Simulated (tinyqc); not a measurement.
Heisenberg magnet: exchange from energy differences, ordering vector, linear spin waves and ordering temperature: one step, computed by the program tinyqc. Command: `OMP_NUM_THREADS=1 python tinyqc.py 3003107 3003108 out.jsonl magnon walk`. One thread of a shared host (Intel(R) Xeon(R) Processor @ 2.30GHz), about 0.2 s of CPU time with the checks.

H = -sum over pairs <ij> J_ij S_i.S_j - K sum_i (S_i^z)^2, each pair once, J > 0 ferromagnetic. First neighbours: 6 at a (1, 0, 0), second: 12 at a (1, 1, 0), with all permutations and signs.

Problem. Long waves and the gap. g_s(q) = sum over shell s of cos(q.R), z1 = g1(0). A(q) = S [-J1 g1(0) + J2 (g2(0) - g2(q))] + (2S - 1) K, B(q) = S J1 g1(q), E(q) = sqrt(A^2 - B^2). The factor 2S - 1 removes the anisotropy for S = 1/2. sum R_x^2 over the shells is s1 = 2 a^2 and s2 = 8 a^2. Without K, E = c q with c = S sqrt(z1 |J1| (|J1| s1 + J2 s2)); the gap is E(0) = sqrt(k (k + 2 S z1 |J1|)), k = (2S - 1) K.

Inputs (values chosen for the exercise, for a model magnet):

| quantity | value | unit |
|---|---|---|
| exchange J1 | -0.564 | meV |
| exchange J2 | 0.15 | meV |
| spin S | 2 | - |
| single-ion anisotropy K | 0.0042 | meV |
| lattice constant a | 5.01 | angstrom |

Lattice: simple cubic. Order: Neel (nearest neighbours antiparallel).

Give: spin-wave velocity c; gap.

Solution.

spin-wave velocity c = 28.12 meV angstrom

gap = 0.4132 meV

Exchange enhances the gap to 32.8 times (2S - 1) K, the geometric mean of anisotropy and exchange.
